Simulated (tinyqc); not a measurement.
Worked calculation: Luttinger-Kohn k.p, four valence bands. One step of it, computed by the program tinyqc.

Task: Levels at k. Diagonalise the Hermitian matrix.

H(k) at k (eV), order 3/2, 1/2, -1/2, -3/2:
$$\begin{pmatrix}
0.005366 & -0.000223-0.001562i & 0.000136-0.000082i & 0.000000 \\
-0.000223+0.001562i & 0.007568 & 0.000000 & 0.000136-0.000082i \\
0.000136+0.000082i & 0.000000 & 0.007568 & 0.000223+0.001562i \\
0.000000 & 0.000136+0.000082i & 0.000223-0.001562i & 0.005366
\end{pmatrix}$$

Give: eigenvalues.

Result:

eigenvalues (eV): [0.0045, 0.0045, 0.0084, 0.0084]
